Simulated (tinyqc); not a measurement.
Reverse leakage of an n+-p junction: diffusion, generation, trap-assisted and band-to-band tunnelling: two steps of the calculation.

One-sided abrupt junction in the depletion approximation, x from the junction (0) to W on the p side, field F = F0 (1 - x/W). Flat quasi-Fermi levels, long p side. Traps generate through SRH with both lifetimes shortened by 1 + Gamma (Hurkx enhancement, form for moderate fields); band-to-band generation is local and needs a total bending above Eg.

Values chosen for this exercise; band and dielectric values close to those of silicon: temperature T = 300 K; band gap Eg = 1.12 eV; relative permittivity eps_r = 11.6; conduction-band density of states at T Nc = 2.85e19 cm^-3; valence-band density of states at T Nv = 2.66e19 cm^-3; acceptor density of the lighter side Na = 6e16 cm^-3; donor density of the heavier side Nd = 1e19 cm^-3; SRH lifetime of both carriers at zero field tau = 3e-7 s; tunnelling mass mt = 0.23 m0; electron diffusion coefficient on the lighter side Dn = 20 cm^2/s; reverse bias VR = 2.2 V.

Constants: q = 1.602176634e-19 C, kB = 1.380649e-23 J/K, hbar = 1.054571817e-34 J s, m0 = 9.1093837015e-31 kg, Vt = kB T/q, eps0 = 8.8541878128e-14 F/cm where lengths are in cm. Results are converted to the units shown.

Task 1. Field, scales and diffusion current. ni = sqrt(Nc Nv) exp(-Eg/(2 Vt)), Eg in volts; Vbi = Vt ln(Na Nd/ni^2); W = sqrt(2 eps0 eps_r (Vbi + VR)/(q Na)); F0 = 2 (Vbi + VR)/W; FG = sqrt(24 mt m0 (kB T)^3)/(q hbar); J_diff = q ni^2 sqrt(Dn/tau)(1 - exp(-VR/Vt))/Na.

Find: ni; Vbi; W; F0; FG; J_diff.

Result 1.

ni = 1.077e10 cm^-3
Vbi = 0.9354 V
W = 258.8 nm
F0 = 242.3 kV/cm
FG = 353.8 kV/cm
J_diff = 2.530e-12 A/cm^2

Task 2. Current components. u = (Vbi + VR)(1 - x/W)^2, p = Na exp(-u/Vt), n = Nd exp((u - Vbi - VR)/Vt); G0 = ni^2 (1 - exp(-VR/Vt))/(tau (n + p + 2 ni cosh(Et/Vt))); Gamma = 2 sqrt(3 pi)(F/FG) exp((F/FG)^2); trap-assisted part G0 Gamma; G_bb = Ab F^2.5 exp(-Bb/F) with F in V/cm, zero unless Vbi + VR > Eg. 12 equal steps.

Each current is q times the trapezoid sum of its rate; J adds J_diff; J_bb under 1e-8 of the sum is given as 0.

```
point     x (nm)  G0 (cm^-3 s^-1)  G0 Gamma (cm^-3 s^-1)  G_bb (cm^-3 s^-1)
0        0.00000      3.8675270e7            2.5989889e8       4.3232990e-6
1       21.57004     6.4255238e15           3.6725117e16       3.2368620e-9
2       43.14008     1.7952545e16           8.7114142e16      5.8773134e-13
3       64.71013     1.7952546e16           7.3698790e16                 ~0
4       86.28017     1.7952546e16           6.1981989e16                 ~0
5      107.85021     1.7952546e16           5.1648741e16                 ~0
6      129.42025     1.7952543e16           4.2435328e16                 ~0
7      150.99029     1.7916764e16           3.4050471e16                 ~0
8      172.56033     3.6548075e15           5.3962214e15                 ~0
9      194.13038     1.2617546e13           1.3657198e13                 ~0
10     215.70042     1.8723535e11           1.3292665e11                 ~0
11     237.27046     1.4964400e10            5.2603028e9                  0
12     258.84050      6.4458760e9                      0                  0
```

J_diff = 2.5296947e-12 A/cm^2

Find: J_SRH; J_TAT; J_bb; J.

Result 2.

J_SRH = 4.070e-8 A/cm^2
J_TAT = 1.358e-7 A/cm^2
J_bb = 0 A/cm^2
J = 1.765e-7 A/cm^2

Range of the model: The n+ side is degenerate, so Vbi from Boltzmann statistics is only a guide.

tinyqc, about 0.01 s, one thread, Intel Xeon 2.30GHz (shared host): `OMP_NUM_THREADS=1 python tinyqc.py 2290058 2290059 out.jsonl`

~0 in a residual or rate marks an entry under 1e-11 of the largest of its column.
